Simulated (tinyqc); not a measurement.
Potential-pH (Pourbaix) lines of a metal, its cation, its oxide and an oxyanion, with a complexing ligand: one step, computed by the program tinyqc. Command: `OMP_NUM_THREADS=1 python tinyqc.py 3011356 3011357 out.jsonl pourb walk`. One thread of a shared host (Intel(R) Xeon(R) Processor @ 2.30GHz), about 0.02 s of CPU time with the checks.

Potentials are against the standard hydrogen electrode; solids and water have unit activity; dG_f of M, H+ and the electron is zero; F = e N_A and s = R T ln(10)/F. The cation carries z = 3.

Task: The stable species at (pH, E). M3+ + 3e = M; (1/2) M2O3 + 3H+ + 3e = M + (3/2) H2O; MO2(-) + 4H+ + 3e = M + 2H2O. For each, E0 = -dG/(z F), and E = E0 + (s/z) log10 a - (s n_H/z) pH, with no activity term for the oxide. The metal is stable below the lowest of the three lines; above it, the species of the lowest line is stable. Water lines at 1 bar: hydrogen E = -s pH, oxygen E = -dG_f(water)/(2F) - s pH.

Inputs (values chosen for the exercise, modelled on gallium): dG_f of water = -237.14 kJ/mol; temperature T = 298.15 K; log10 of the dissolved activity a = -6; pH = 13; potential E = 0.93 V.

Species: M, M3+, M2O3, MO2(-).

E0 (V): cation -0.5572522, oxide -0.4995232, oxyanion -0.1872478

s = 0.05915935 V

Constants: e = 1.602176634e-19 C; N_A = 6.02214076e+23 1/mol.

Give: lines at this pH; upper limit of immunity; hydrogen line; oxygen line; E above the limit of immunity.

Result:

lines at this pH (V): cation -0.6756, oxide -1.2686, oxyanion -1.3310

upper limit of immunity = -1.3310 V

hydrogen line = -0.76907 V

oxygen line = 0.45982 V

E above the limit of immunity = 2.2610 V

Stable here: the oxyanion (corrosion). The point lies outside the stability range of water. Water itself can oxidise the metal at this pH. Caution: other oxidation states, hydroxides and hydrides are left out, and the lines say nothing of rates.
